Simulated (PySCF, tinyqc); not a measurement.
Worked calculation: CCD on RHF in the 6-31g basis, for H4, spin multiplicity 1. The lowest restricted solution is unstable here: a spin-polarised one lies 0.0768 hartree lower (PySCF). One step of it, computed by the program tinyqc.

Task: CCD: starting amplitudes. t_ij^ab = <ij||ab> / (e_i + e_j - e_a - e_b), whose energy is MP2.

orbital energies (hartree): MO1 -0.697435, MO2 -0.330650, MO3 0.000053, MO4 0.282793, MO5 0.949199, MO6 0.972670, MO7 0.992040, MO8 1.169934

Two-electron integrals over orbitals (pq|rs), unique and non-zero (hartree):
```
p,q,r,s,(pq|rs)
1,1,1,1,0.484909
2,1,2,1,0.114207
2,2,1,1,0.432549
2,2,2,2,0.412547
3,1,3,1,0.101337
3,2,3,2,0.045748
3,3,1,1,0.414012
3,3,2,2,0.375085
3,3,3,3,0.387672
4,1,3,2,0.042317
4,1,4,1,0.039189
4,2,3,1,0.078794
4,2,4,2,0.073687
4,3,2,1,0.081813
4,3,4,3,0.073883
4,4,1,1,0.355850
4,4,2,2,0.344827
4,4,3,3,0.337384
4,4,4,4,0.321016
5,1,2,1,-0.051289
5,1,4,3,-0.030113
5,1,5,1,0.047717
5,2,1,1,-0.102683
5,2,2,2,-0.075083
5,2,3,3,-0.073099
5,2,4,4,-0.043689
5,2,5,2,0.062559
5,3,3,2,-0.020548
5,3,4,1,-0.018208
5,3,5,3,0.026100
5,4,3,1,-0.019396
5,4,4,2,-0.006957
5,4,5,4,0.026519
5,5,1,1,0.415841
5,5,2,2,0.390055
5,5,3,3,0.363031
5,5,4,4,0.329844
5,5,5,2,-0.078287
5,5,5,5,0.387126
6,1,1,1,0.080851
6,1,2,2,0.064311
6,1,3,3,0.054480
6,1,4,4,0.036858
6,1,5,2,-0.049871
6,1,5,5,0.069629
6,1,6,1,0.046358
6,2,2,1,0.028459
6,2,4,3,0.013100
6,2,5,1,-0.037146
6,2,6,2,0.032986
6,3,3,1,0.013751
6,3,4,2,0.007066
6,3,5,4,-0.023788
6,3,6,3,0.027986
6,4,3,2,0.007942
6,4,4,1,0.006648
6,4,5,3,-0.020007
6,4,6,4,0.018549
6,5,2,1,-0.100280
6,5,4,3,-0.075059
6,5,5,1,0.048441
6,5,6,2,-0.027571
6,5,6,5,0.100770
6,6,1,1,0.406546
6,6,2,2,0.375390
6,6,3,3,0.361870
6,6,4,4,0.322356
6,6,5,2,-0.074186
6,6,5,5,0.370442
6,6,6,1,0.057890
6,6,6,6,0.367257
7,1,3,1,-0.053840
7,1,4,2,-0.038855
7,1,5,4,0.030450
7,1,6,3,-0.032687
7,1,7,1,0.055140
7,2,3,2,-0.029314
7,2,4,1,-0.026354
7,2,5,3,0.029817
7,2,6,4,-0.022405
7,2,7,2,0.037686
7,3,1,1,-0.101632
7,3,2,2,-0.082312
7,3,3,3,-0.064261
7,3,4,4,-0.044243
7,3,5,2,0.052676
7,3,5,5,-0.085171
7,3,6,1,-0.048403
7,3,6,6,-0.072864
7,3,7,3,0.059692
7,4,2,1,-0.031110
7,4,4,3,-0.012338
7,4,5,1,0.032371
7,4,6,2,-0.027769
7,4,6,5,0.028558
7,4,7,4,0.028890
7,5,3,2,0.050195
7,5,4,1,0.045830
7,5,5,3,-0.033559
7,5,6,4,0.018679
7,5,7,2,-0.044461
7,5,7,5,0.070336
7,6,3,1,-0.094199
7,6,4,2,-0.076371
7,6,5,4,0.022528
7,6,6,3,-0.018847
7,6,7,1,0.058111
7,6,7,6,0.102376
7,7,1,1,0.433450
7,7,2,2,0.393320
7,7,3,3,0.387369
7,7,4,4,0.338054
7,7,5,2,-0.096062
7,7,5,5,0.391174
7,7,6,1,0.077998
7,7,6,6,0.383511
7,7,7,3,-0.087325
7,7,7,7,0.416564
8,1,3,2,-0.040022
8,1,4,1,-0.036145
8,1,5,3,0.035801
8,1,6,4,-0.024445
8,1,7,2,0.044641
8,1,7,5,-0.057347
8,1,8,1,0.055015
8,2,3,1,-0.059829
8,2,4,2,-0.044115
8,2,5,4,0.032909
8,2,6,3,-0.031185
8,2,7,1,0.055457
8,2,7,6,0.064644
8,2,8,2,0.059941
8,3,2,1,-0.057113
8,3,4,3,-0.035223
8,3,5,1,0.045706
8,3,6,2,-0.034653
8,3,6,5,0.053769
8,3,7,4,0.034595
8,3,8,3,0.048759
8,4,1,1,-0.101588
8,4,2,2,-0.081823
8,4,3,3,-0.072336
8,4,4,4,-0.046270
8,4,5,2,0.053228
8,4,5,5,-0.081312
8,4,6,1,-0.043970
8,4,6,6,-0.075706
8,4,7,3,0.052353
8,4,7,7,-0.090719
8,4,8,4,0.053241
8,5,3,1,0.098302
8,5,4,2,0.081689
8,5,5,4,-0.028015
8,5,6,3,0.029087
8,5,7,1,-0.069830
8,5,7,6,-0.107811
8,5,8,2,-0.074334
8,5,8,5,0.119777
8,6,3,2,-0.051123
8,6,4,1,-0.046705
8,6,5,3,0.034138
8,6,6,4,-0.019324
8,6,7,2,0.045405
8,6,7,5,-0.071664
8,6,8,1,0.058230
8,6,8,6,0.073266
8,7,2,1,0.113372
8,7,4,3,0.084918
8,7,5,1,-0.067386
8,7,6,2,0.044429
8,7,6,5,-0.113128
8,7,7,4,-0.040351
8,7,8,3,-0.070365
8,7,8,7,0.137069
8,8,1,1,0.455283
8,8,2,2,0.417001
8,8,3,3,0.397862
8,8,4,4,0.351505
8,8,5,2,-0.108376
8,8,5,5,0.416294
8,8,6,1,0.092535
8,8,6,6,0.400298
8,8,7,3,-0.106320
8,8,7,7,0.435577
8,8,8,4,-0.104213
8,8,8,8,0.465534
```

Give: Starting amplitudes; correlation energy.

Result:

Starting amplitudes (spin orbitals 1a, 1b, ...; amplitudes related by a flip of all spins are not repeated; the 24 largest):
```
from,to,t
1a 1b,3a 3b,-0.0726
2a 2b,3a 3b,-0.0692
1a 2b,3a 4b,-0.0601
2a 2b,4a 4b,-0.0601
1a 2b,3b 4a,0.0323
1a 2a,3a 4a,-0.0278
1a 2b,3a 8b,0.0272
2a 2b,5a 5b,-0.0244
1a 1b,3a 7b,0.0226
2a 2b,4a 8b,0.0209
1a 1b,4a 4b,-0.0200
2a 2b,8a 8b,-0.0200
1a 2b,3b 8a,-0.0182
2a 2b,3a 7b,0.0177
1a 2b,7a 8b,-0.0174
1a 2b,5b 6a,-0.0169
1a 2b,4b 7a,-0.0169
1a 1b,7a 7b,-0.0163
1a 1b,8a 8b,-0.0147
1a 1b,5a 5b,-0.0145
2a 2b,7a 7b,-0.0142
1a 2b,7b 8a,0.0140
1a 1b,6a 6b,-0.0139
1a 1b,4a 8b,0.0127
```

correlation energy = -0.056025 hartree
